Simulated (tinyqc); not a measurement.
# Carrier lifetime of an n-type layer with SRH, radiative, Auger and surface recombination: what changes with what

Uniform excess density dn = dp (no trapping), n = n0 + dn, p = p0 + dn, Boltzmann statistics, full ionisation. Surfaces enter as a rate 2 S dn/d, which holds while diffusion to them is fast.

Values chosen for this exercise; band and dielectric values close to those of germanium:
- T = 300 K (temperature)
- Eg = 0.652 eV (band gap)
- Nc = 1.03e19 cm^-3 (conduction-band density of states at T)
- Nv = 5.98e18 cm^-3 (valence-band density of states at T)
- B = 6.52e-14 cm^3/s (radiative coefficient)
- N = 4.9e17 cm^-3 (donor density)
- Cn = 1.1e-30 cm^6/s (Auger coefficient (two electrons))
- Cp = 9.8e-31 cm^6/s (Auger coefficient (two holes))
- Nt = 1.2e12 cm^-3 (trap density)
- sn = 1e-14 cm^2 (capture cross-section for electrons)
- sp = 8e-15 cm^2 (capture cross-section for holes)
- vth = 1e7 cm/s (thermal velocity (both carriers))
- Et = 0.18 eV (trap level below the conduction band)
- S = 1000 cm/s (surface recombination velocity (both faces))
- d = 300 um (sample thickness)

Constants: q = 1.602176634e-19 C, kB = 1.380649e-23 J/K, Vt = kB T/q. Results are converted to the units shown.

Each table varies one quantity; the others keep the values above.

## Lifetime against injection

ni = sqrt(Nc Nv) exp(-Eg/(2 Vt)), Eg in volts; majority density N/2 + sqrt(N^2/4 + ni^2), n0 p0 = ni^2; n1 = Nc exp(-Et/Vt), p1 = Nv exp((Et - Eg)/Vt); tn0 = 1/(sn vth Nt), tp0 = 1/(sp vth Nt). With e = n p - ni^2 = dn (n0 + p0 + dn): U_SRH = e/(tp0 (n + n1) + tn0 (p + p1)), U_rad = B e, U_Aug = (Cn n + Cp p) e, U_s = 2 S dn/d. Each tau is dn over its rate; tau = dn/U with U the sum.

The same in every row: tau_s (s) = 1.500e-5.

Result of one run:
```
dn (cm^-3),tau_SRH (s),tau_rad (s),tau_Aug (s),tau (s),radiative share (%),largest path
1e15,1.064e-5,3.124e-5,3.764e-6,2.182e-6,6.985,Auger
```

What becomes of these results when the excess density dn is changed from 1e15 to 1e11 cm^-3, all else the same?

Result of the changed run:
```
dn (cm^-3),tau_SRH (s),tau_rad (s),tau_Aug (s),tau (s),radiative share (%),largest path
1e11,1.062e-5,3.130e-5,3.786e-6,2.189e-6,6.993,Auger
```

The whole series:
```
dn (cm^-3),tau_SRH (s),tau_rad (s),tau_Aug (s),tau (s),radiative share (%),largest path
1e11,1.062e-5,3.130e-5,3.786e-6,2.189e-6,6.993,Auger
1e12,1.062e-5,3.130e-5,3.786e-6,2.189e-6,6.993,Auger
1e13,1.062e-5,3.130e-5,3.786e-6,2.189e-6,6.993,Auger
1e14,1.063e-5,3.129e-5,3.784e-6,2.188e-6,6.992,Auger
1e15,1.064e-5,3.124e-5,3.764e-6,2.182e-6,6.985,Auger
1e16,1.079e-5,3.067e-5,3.573e-6,2.119e-6,6.909,Auger
1e17,1.200e-5,2.600e-5,2.269e-6,1.589e-6,6.114,Auger
1e18,1.608e-5,1.029e-5,2.563e-7,2.422e-7,2.353,Auger
1e19,1.837e-5,1.462e-6,4.467e-9,4.451e-9,0.3044,Auger
```

Auger recombination leads at dn = 1e11 and in all other rows. The total lifetime falls from 2.19e-6 to 4.45e-9 s. tau_SRH goes from 1.06e-5 s (low-injection limit 1.06e-5 s) to 1.84e-5 s (high-injection limit tn0 + tp0 = 1.88e-5 s). Between the last two rows tau_rad goes as dn^(-0.85) and tau_Aug as dn^(-1.76); the radiative share falls from 6.99 to 0.304 %. For dn = 1e19 the carriers are degenerate, where B and the Auger coefficients no longer stay constant.

## Effect of the donor density at dn = 1e17 cm^-3

Same model as above.

Here dn = 1e17 cm^-3.

The same in every row: tau_s (s) = 1.500e-5.

Result of one run:
```
N (cm^-3),tau_SRH (s),tau_rad (s),tau_Aug (s),tau (s),radiative share (%),largest path
6e15,1.924e-5,1.447e-4,4.396e-5,6.743e-6,4.660,surface
```

What becomes of these results when the donor density N is changed from 6e15 to 4e17 cm^-3, all else the same?

Result of the changed run:
```
N (cm^-3),tau_SRH (s),tau_rad (s),tau_Aug (s),tau (s),radiative share (%),largest path
4e17,1.229e-5,3.067e-5,3.086e-6,1.982e-6,6.460,Auger
```

The whole series:
```
N (cm^-3),tau_SRH (s),tau_rad (s),tau_Aug (s),tau (s),radiative share (%),largest path
1e14,1.975e-5,1.532e-4,4.799e-5,6.913e-6,4.513,surface
4e14,1.973e-5,1.528e-4,4.778e-5,6.905e-6,4.520,surface
2e15,1.958e-5,1.504e-4,4.664e-5,6.858e-6,4.561,surface
6e15,1.924e-5,1.447e-4,4.396e-5,6.743e-6,4.660,surface
2e16,1.821e-5,1.278e-4,3.623e-5,6.369e-6,4.983,surface
1e17,1.509e-5,7.669e-5,1.572e-5,4.772e-6,6.222,surface
4e17,1.229e-5,3.067e-5,3.086e-6,1.982e-6,6.460,Auger
2e18,1.086e-5,7.304e-6,1.978e-7,1.868e-7,2.558,Auger
```

Surface recombination leads at N = 1e14, Auger from 4e17 on. tau_SRH falls from 1.98e-5 to 1.09e-5 s and the total lifetime falls from 6.91e-6 to 1.87e-7 s. Between the last two rows tau_rad goes as N^(-0.89) and tau_Aug as N^(-1.71).

Range of the model: S d exceeds 2.5 cm^2/s, comparable with a diffusion coefficient, so 2 S/d overstates the surface loss.

Computed by the program tinyqc: `OMP_NUM_THREADS=1 python tinyqc.py 2300053 2300054 out.jsonl`, one thread of a shared Intel Xeon 2.30GHz, about 0.01 s for the whole run.
